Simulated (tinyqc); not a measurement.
Gas flow in a process chamber: flow regimes, conductance, effective pumping speed, pump-down, outgassing and purge. Changing the pump speed S. Computed by tinyqc, a small Python program. Command: `OMP_NUM_THREADS=1 python tinyqc.py 3120625 3120626 out.jsonl pump sweep`. One thread of a shared host (Intel(R) Xeon(R) Processor @ 2.30GHz), about 0.01 s of CPU time with the checks.

Ideal gas, isothermal flow, a pump of constant speed at the end of a round pipe; process gas, volume gas and outgassing are given the same properties. 1 sccm = 101325 Pa x 1e-6 m^3/60 s x T/273.15 K.

Inputs (values chosen for the exercise, modelled on water vapour near room temperature):
```
quantity                     value            unit
molar mass M                 18.02           g/mol
molecular diameter            0.46              nm
viscosity eta                  9.9   micropascal s
temperature T                  293               K
chamber volume V                22               L
wall area                     0.36             m^2
pipe diameter d                 25              cm
pipe length l                  260              cm
process gas flow                28            sccm
outgassing rate after 1 h  1.4e-05  Pa m^3/(s m^2)
outgassing exponent n          0.8               -
target base pressure        0.0002              Pa
```

Constants: k_B = 1.380649e-23 J/K; u = 1.6605390666e-27 kg.

Method:
- Mean speed c = sqrt(8 k_B T/(pi m)); aperture conductance C_a = c pi d^2/16; molecular pipe C_m = C_a/(1 + 3 l/(4 d)) (Dushman form); viscous pipe C_v = pi d^4 p_mean/(128 eta l); Knudsen interpolation C = C_v + C_m (1 + x)/(1 + 1.24 x), x = d p_mean sqrt(m/(k_B T))/eta.
- Effective speed 1/S_eff = 1/S + 1/C_m; time constant V/S_eff; pressure at which the free path k_B T/(sqrt2 pi d_m^2 p) equals d.
- Steady flow: the pump inlet is at p_2 = Q/S, and the chamber pressure p_1 solves Q = C((p_1 + p_2)/2) (p_1 - p_2). Residence time = p_1 V/Q.
- Knudsen number = free path at the mean pressure over d.
- From the outgassing limit: t = 1 h x (q_1 A/(S_eff p_target))^(1/n) - 10 s; monolayer time at the target = 1e19 m^-2 x 4 k_B T/(p c) for unit sticking.

One run for each value:
```
pump speed S (L/s)  S_eff in molecular flow (L/s)  chamber pressure p_1 (Pa)  time to the target (h)
5                                            4.97                     10.146              7.6065e+00
13                                          12.80                      3.905              2.3300e+00
36                                          34.48                      1.417              6.7291e-01
97                                          86.72                      0.542              2.1058e-01
260                                        197.30                      0.230              7.3576e-02
690                                        374.33                      0.122              3.1513e-02
1900                                       571.93                      0.084              1.7409e-02
5000                                       703.15                      0.070              1.2816e-02
```

Describe and explain the trends.

Over the rows, S_eff in molecular flow (L/s) rises from 4.97 to 703 (exponent d ln y / d ln x 0.99 between the first rows and 0.21 between the last); chamber pressure p_1 (Pa) falls from 10.1 to 0.0702 (exponent d ln y / d ln x -1.00 between the first rows and -0.18 between the last); time to the target (h) falls from 7.61 to 0.0128 (exponent d ln y / d ln x -1.2 between the first rows and -0.32 between the last). At the low end the exponent of S_eff in molecular flow is 0.99, close to 1: the pump limits.
